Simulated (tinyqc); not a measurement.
Grain-boundary diffusion: Harrison regimes, Fisher and Le Claire analysis, Hart average: one step, computed by the program tinyqc. Command: `OMP_NUM_THREADS=1 python tinyqc.py 3018437 3018438 out.jsonl gbdiff walk`. One thread of a shared host (Intel(R) Xeon(R) Processor @ 2.30GHz), about 0.01 s of CPU time with the checks.

A boundary is a slab of width delta with diffusivity D_b, normal to a surface held at constant concentration; it leaks into grains of diffusivity D.

Question. Effective diffusivity. Hart average for parallel slabs: f = delta/d, D_eff = (s f D_b + (1 - f) D)/(1 - f + s f); share of the boundaries = s f D_b/(s f D_b + (1 - f) D); depth sqrt(D_eff t).

Inputs (values chosen for the exercise, for a model polycrystal):
```
quantity,value,unit
boundary width delta,0.86,nm
segregation factor s,1,-
grain size d,0.094,um
temperature T,1900,K
time t,970000,s
```

D_b = 8.576810e-11 m^2/s

D = 3.230071e-16 m^2/s

Give: boundary fraction f; D_eff; share of the boundaries; depth sqrt(D_eff t).

Answer.

boundary fraction f = 0.009149

D_eff = 7.850e-13 m^2/s

share of the boundaries = 0.9996

depth sqrt(D_eff t) = 872.6 um
